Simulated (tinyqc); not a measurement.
Inside a calculation: donor near an oxide interface in a gate field (two-state model). Values are carried at full precision from step to step, so a last printed digit may differ when a step is redone from the rounded ones.

Interface at z = 0 (hard wall), donor at z = d, field F pulling electrons to the interface: potential e F z; 1 kV/cm = 1e-5 eV/angstrom, c = hbar^2/2m0, q = e^2/(4 pi eps0), Q = (eps - eo)/(eps + eo). Donor state: E_D = e F d - ED - q Q/(4 eps d), the last term joining the images of ion and electron. Interface state: z exp(-b z/2) exp(-rho^2/(2 L^2)) with E_z = c b^2/(4 mz) + 3 e F/b + q Q b/(8 eps), minimised over b; in the plane at z = 3/b the ion (distance D = d - 3/b) and its image (D' = d + 3/b) give E_rho = c/(mt L^2) - (q/eps)(sqrt(pi)/L)[erfcx(D/L) + Q erfcx(D'/L)], erfcx(x) = exp(x^2) erfc(x), minimised over L. E_I = E_z + E_rho.

Constants: hbar^2/2m0 = 3.80998211 eV angstrom^2; e^2/(4 pi eps0) = 14.39964547 eV angstrom.

Parameters, chosen for this exercise (near those of a donor in Si below SiO2, static dielectric constants; shifted at random, so the results belong to these values and not to a real crystal): d = 150 angstrom (depth of the donor); ED = 31.4 meV (bulk binding energy); mz = 0.918 m0 (mass across the interface); mt = 0.184 m0 (mass in the plane); eps = 11.3 (dielectric constant of the semiconductor); eo = 3.9 (dielectric constant of the oxide); F = 30.6 kV/cm (field in the semiconductor); aD = 16.4 angstrom (donor radius); v = 0.51 (valley factor).

## The interface state across the interface

Solve c b/(2 mz) - 3 e F/b^2 + q Q/(8 eps) = 0; give Q, b, the three terms of E_z and <z> = 3/b.

Q = 0.4868
b = 0.06556 1/angstrom

kinetic, field and image terms (meV): [4.46, 14.00, 5.08]

<z> = 45.8 angstrom

The image pushes the electron away from the oxide; without it <z> would be 39.4 angstrom.

## Binding in the plane

Give D, D', the best L, both terms and E_rho.

D, D' (angstrom): [104.2, 195.8]

L = 103.8 angstrom

kinetic and Coulomb terms (meV): [1.92, -12.12]

E_rho = -10.20 meV

The bottom of the well lies at -15.4 meV, so the level is 34 % of the way up; L/D = 1.00. Above the critical field the ionised donor would thus still hold its electron as a dot at the interface.

## Where the electron sits

The two states couple by t = t0 exp(-D/aD) with t0 = q/(eps aD) (2 aD/L) sqrt(aD b/2) v, v a valley factor; this form is an estimate. With detuning u = E_D - E_I the splitting is sqrt(u^2 + 4 t^2) and the lower state has weight (1 - u/sqrt(u^2 + 4 t^2))/2 on the donor.

Give E_D, E_I, t, the splitting and the donor weight.

E_D, E_I (meV): [13.47, 13.35]

t = 0.0159 meV
splitting = 0.12 meV
donor weight = 0.017

The electron is at the interface; the contact hyperfine coupling scales with the donor weight. With this t, the tunnelling time pi hbar/(2t) at a crossing would be 64.9 ps (hbar = 6.58212e-16 eV s); here the detuning is 7.38 t.

## Critical field

Find F at which E_D = E_I; compare the rule e F d = ED. The crossing width is 4t/(e D), with t and D formed anew at that field.

critical field = 30.5 kV/cm
ED/(e d) = 20.9 kV/cm
width = 0.061 kV/cm

The confinement energy E_z = 23.5 meV raises the field needed and the attraction E_rho = -10.2 meV lowers it; the result is 1.46 times the simple rule.

## Checks

- E_z without images against 1.5 x 6^(2/3)/2 (c (e F)^2/mz)^(1/3), meV: both 18.07.
- E_rho from the radial equation in the full Coulomb well against the Gaussian trial function, meV: both -10.2.

(tinyqc, `OMP_NUM_THREADS=1 python tinyqc.py 1250426 1250427 out.jsonl`, Intel(R) Xeon(R) Processor @ 2.30GHz, 1 thread, shared host, about 0.05 s.)
